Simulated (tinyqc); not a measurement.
Worked calculation: time-domain thermoreflectance: layered heat flow under a modulated pulse train, and what the signal ratio measures. Computed by tinyqc, a small Python program that keeps every step. Command: `OMP_NUM_THREADS=1 python tinyqc.py 3113829 3113830 out.jsonl tdtr walk`. One thread of a shared host (Intel(R) Xeon(R) Processor @ 2.30GHz), about 0.1 s of CPU time with the checks. Intermediate numbers are printed to about 6 digits and carried at full precision; extremes and crossings named in words are read from the listed rows.

Pulses repeat at 80 MHz; heat is laid down at the surface, all layers are isotropic.

Inputs (values chosen for the exercise, modelled on aluminium on germanium): metal thickness d = 89 nm; metal conductivity = 170 W/(m K); metal heat capacity = 2.42 MJ/(m^3 K); boundary conductance G under the metal = 36 MW/(m^2 K); substrate conductivity kappa = 62 W/(m K); substrate heat capacity C = 1.67 MJ/(m^3 K); modulation frequency f = 9.8 MHz; spot radius w (1/e^2, pump and probe) = 10 micrometre; delay t = 1200 ps.

Stack: metal, substrate.

## Length and time scales

Penetration depth sqrt(kappa/(pi f C)); effusivity sqrt(kappa C); cooling time of the metal d C_m/G; Kapitza length kappa/G.

penetration depth = 1.09812 micrometre

effusivity = 10175.5 W s^(1/2)/(m^2 K)

cooling time of the metal = 5982.78 ps

Kapitza length = 1722.22 nm

depth over spot radius = 0.109812

## Impedance at k = 0 and the modulation frequency

For radial wave number k and angular frequency W each layer has u = sqrt(4 pi^2 k^2 + i W C/kappa) and gamma = kappa u. Surface impedance from below: Z = 1/gamma for the substrate; a layer of thickness L maps Z to (Z + tanh(u L)/gamma)/(1 + gamma Z tanh(u L)); a boundary adds 1/G. Take k = 0 and W = 2 pi f.

Z of the substrate = 8.85580-8.85580i m^2 K/GW

Z at the surface = 25.0592-18.7961i m^2 K/GW

## Response at the modulation frequency

Response per absorbed watt H(W) = 2 pi int_0^(2/w) Z(k, W) exp(-pi^2 k^2 w^2) k dk by 20 Gauss-Legendre points.

H(2 pi f) = 0.0795394-0.0580883i K/mW

phase of H(2 pi f) = -36.1410 degrees

## Signal at one delay

Signal: X + iY = sum_(m = -M..M) H(2 pi (f + m f_r)) exp(i 2 pi m f_r t) exp(-pi (m/M)^2 x 4), f_r = 80 MHz, M = 4000, with H(-W) the complex conjugate of H(W); V_in = X, V_out = Y, ratio = -V_in/V_out.

V_in = 0.162053 K/mW

V_out = -0.0565117 K/mW

ratio -V_in/V_out = 2.86759

## Ratio and sensitivities against delay

Sensitivity S = ln(ratio'/ratio)/ln(1.01) for a rise of one input by 1 %.

Ratio and sensitivities:
```
t (ps)    ratio  S to kappa    S to G    S to d    S to C      S to w
100     3.99332    0.273553  0.672980  -1.21320  0.269604  -0.0676369
200     3.85693    0.268977  0.643145  -1.17993  0.264984  -0.0660278
400     3.61174    0.260540  0.589389  -1.10971  0.256458  -0.0631170
800     3.20053    0.246343  0.499564  -0.99181  0.242064  -0.0583011
1500    2.65606    0.228096  0.380322  -0.83597  0.223417  -0.0521748
2500    2.11218    0.211747  0.259035  -0.68118  0.206376  -0.0466336
4000    1.57252    0.200378  0.131730  -0.52937  0.193661  -0.0424538
```

The largest sensitivity in size at 100 ps is to d (-1.21). kappa and C enter almost alike, through the effusivity. At 400 ps an error of 3 % in d passes on as 13 % in kappa.

Checks made by the program: steady rise of a bare substrate, 1/(2 sqrt(pi) w kappa), from the same quadrature (relative difference below 1e-10).
